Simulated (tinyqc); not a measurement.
Via and link resistance from two via chains.

Inverse problem. A chain of 1000 vias joined by 1000 metal links has R = 1000 (Rv + Rlink), with Rlink proportional to the link length. Find Rv, Rlink for length L, and the value of Rv that the short chain would give if the links were ignored.

resistance of chains of 1000 links with link lengths L and 3 L (ohm): 9900  23500

Solution. R per link is a straight line in the link length; its intercept at zero length is Rv.

Rv = 3.100 ohm
Rlink = 6.800 ohm
Rv without correction = 9.900 ohm

tinyqc, about 0.01 s, one thread, Intel Xeon 2.30GHz (shared host): `OMP_NUM_THREADS=1 python tinyqc.py 2750183 2750184 out.jsonl`
